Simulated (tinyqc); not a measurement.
p-n diode with diffusion and depletion-layer recombination: two steps of the calculation.

Abrupt junction in the depletion approximation, low injection, full ionisation, neutral widths fixed, ohmic contact on the p side. Vj is the junction voltage; where a series resistance Rs is given, V = Vj + J Rs is the terminal voltage.

Parameters, values chosen for the exercise; band and dielectric values close to those of silicon:
```
symbol    value      unit                                               meaning
T           300         K                                           temperature
Eg         1.14        eV                                              band gap
eps_r      11.8                                           relative permittivity
Nc      2.82e19     cm^-3                conduction-band density of states at T
Nv      2.67e19     cm^-3                   valence-band density of states at T
Na       1.5e16     cm^-3                                      acceptor density
Nd       3.2e17     cm^-3                                         donor density
tn         5e-6         s                                     electron lifetime
tp         3e-6         s                                         hole lifetime
Rs      0.00019  ohm cm^2                                     series resistance
Et            0        eV                  trap level above the intrinsic level
Vj         0.56         V  junction voltage at which recombination is evaluated
V          0.68         V                                      terminal voltage
```

Constants: q = 1.602176634e-19 C, kB = 1.380649e-23 J/K, Vt = kB T/q, eps0 = 8.8541878128e-14 F/cm where lengths are in cm. Results are converted to the units shown.

Question 1. Recombination in the depleted layer. ni = sqrt(Nc Nv) exp(-Eg/(2 Vt)), Eg in volts. Vbi = Vt ln(Na Nd/ni^2), W = sqrt(2 eps0 eps_r (Vbi - Vj)(1/Na + 1/Nd)/q), xp = W Nd/(Na + Nd), xn = W Na/(Na + Nd); u(x) = q Na (x + xp)^2/(2 eps0 eps_r) for x < 0 and Vbi - Vj - q Nd (xn - x)^2/(2 eps0 eps_r) for x > 0; p = Na exp(-u/Vt), n = Nd exp((u - Vbi + Vj)/Vt); U = ni^2 (exp(Vj/Vt) - 1)/(tp (n + ni exp(Et/Vt)) + tn (p + ni exp(-Et/Vt))); J_scr = q times the integral of U from -xp to xn. Trapezoid rule on 12 equal steps.

Wanted: W; x; u; n; p; U; J_scr.

Answer 1.

W = 156.98 nm

```
point   x (nm)    u (V)  n (cm^-3)  p (cm^-3)  U (cm^-3 s^-1)
0      -149.95  0.00000  9.0594e12  1.5000e16       1.8112e18
1      -136.87  0.00197  9.7760e12  1.3900e16       1.9544e18
2      -123.79  0.00787  1.2284e13  1.1062e16       2.4552e18
3      -110.71  0.01771  1.7975e13  7.5599e15       3.5899e18
4       -97.62  0.03149  3.0628e13  4.4367e15       6.1004e18
5       -84.54  0.04920  6.0772e13  2.2361e15       1.1959e19
6       -71.46  0.07085  1.4041e14  9.6779e14       2.5834e19
7       -58.38  0.09644  3.7778e14  3.5970e14       4.6348e19
8       -45.30  0.12596  1.1836e15  1.1481e14       3.2944e19
9       -32.22  0.15942  4.3181e15  3.1470e13       1.0364e19
10      -19.13  0.19682  1.8345e16  7.4075e12       2.4675e18
11       -6.05  0.23815  9.0754e16  1.4974e12       4.9911e17
12        7.03  0.27073  3.2000e17  4.2466e11       1.4155e17
```

J_scr = 3.0494e-5 A/cm^2

Question 2. New Vj. Diffusion current alone: J = J0 (exp(Vj/Vt) - 1), g = Vj + J Rs - V, g' = 1 + Rs J0 exp(Vj/Vt)/Vt, Vj(new) = Vj - g/g'.

Vj after iteration 1 = 0.67999916 V
J0 = J0n + J0p = 6.0846445e-10 A/cm^2

Find: J; g; g'; Vj after iteration 2.

Answer 2.

J = 161.3 A/cm^2
g = 0.03065 V
g' = 2.186
Vj after iteration 2 = 0.6660 V

Computed by the program tinyqc: `OMP_NUM_THREADS=1 python tinyqc.py 2260128 2260129 out.jsonl`, one thread of a shared Intel Xeon 2.30GHz, about 0.01 s for the whole run.
